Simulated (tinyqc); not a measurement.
Thermal, flicker and telegraph noise of a field-effect transistor: one step, computed by the program tinyqc. Command: `OMP_NUM_THREADS=1 python tinyqc.py 3014373 3014374 out.jsonl noise walk`. One thread of a shared host (Intel(R) Xeon(R) Processor @ 2.30GHz), about 0.01 s of CPU time with the checks.

Strong inversion, threshold roll-off and channel-length modulation left out; noise sources are uncorrelated and are given as one-sided spectral densities.

Question. Thermal noise and corner. C_ox = 3.9 eps_0/t; V_c = 2 v_s L/mu; I = W C_ox v_s V_ov^2/(V_ov + V_c); g_m = W C_ox v_s V_ov (V_ov + 2 V_c)/(V_ov + V_c)^2; g_d0 = mu C_ox (W/L) V_ov. Thermal: S_I = 4 k_B T gamma g_d0; input-referred S_V = S_I/g_m^2; corner f_c where flicker equals thermal. Total input noise from 1 Hz to f_c: sqrt(S_V,thermal [f_c ln(f_c/1 Hz) + f_c - 1 Hz]).

Inputs (values chosen for the exercise, modelled on a high-k silicon transistor):
```
quantity                        value         unit
width W                          0.91   micrometre
length L                          340           nm
electrical oxide thickness t      2.3           nm
mobility mu                       430   cm^2/(V s)
saturation velocity v_s           0.8     1e7 cm/s
overdrive V_ov                   0.25            V
thermal noise factor gamma       0.71            -
oxide trap density N_t        5.8e+15  1/(eV cm^3)
frequency f                        70           Hz
temperature T                     400            K
```

Operating region: saturation. Flicker model: number fluctuation.

g_m = 330.9376 microsiemens

flicker S_I = 9.469229e-21 A^2/Hz

drain current I = 45.08696 microampere

Constants: k_B = 1.380649e-23 J/K; eps_0 = 8.8541878128e-12 F/m; e = 1.602176634e-19 C.

Give: thermal S_I; input-referred thermal noise; corner frequency f_c; input noise up to f_c; full shot noise 2eI over thermal S_I.

Answer.

thermal S_I = 6.7751e-24 A^2/Hz

input-referred thermal noise = 7.8653 nV/sqrt(Hz)

corner frequency f_c = 97835 Hz

input noise up to f_c = 8.6948 microvolt

full shot noise 2eI over thermal S_I = 2.1324

At f the noise is flicker dominated (f_c/f = 1400). Caution: fewer than one trap per decade of time constant is active, so one device shows telegraph steps and the 1/f law is only a mean over many devices.
